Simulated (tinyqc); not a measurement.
Inside a calculation. Method: one-electron ion in a basis of Gaussians. One step of it, computed by the program tinyqc.

Problem. Matrices over normalised Gaussians. With p = a_i + a_j and I(k) = Gamma((k+1)/2) / (2 p^((k+1)/2)): S = I(2l+2), T = (2l+3) a_i a_j S / p, V = -Z I(2l+1), each divided by sqrt(S_ii S_jj).

exponents of r^l exp(-a r^2) (1/bohr^2): 0.588400  1.705000  4.941000  14.320000  41.480000

Z = 3

l = 0

Give: S; T; V.

Solution.

S, lower triangle:
```
        1       2       3       4       5
1  1.0000
2  0.8163  1.0000
3  0.4843  0.8163  1.0000
4  0.2430  0.4843  0.8163  1.0000
5  0.1138  0.2431  0.4844  0.8165  1.0000
```

T (hartree), lower triangle:
```
        1       2       3        4        5
1  0.8826
2  1.0713  2.5575
3  0.7640  3.1043  7.4115
4  0.4120  2.2135  8.9959  21.4800
5  0.1981  1.1942  6.4161  26.0735  62.2200
```

V (hartree), lower triangle:
```
         1        2         3         4         5
1  -3.6722
2  -4.1849  -6.2511
3  -3.8553  -7.1239  -10.6414
4  -3.1762  -6.5626  -12.1272  -18.1160
5  -2.4992  -5.4071  -11.1724  -20.6454  -30.8326
```
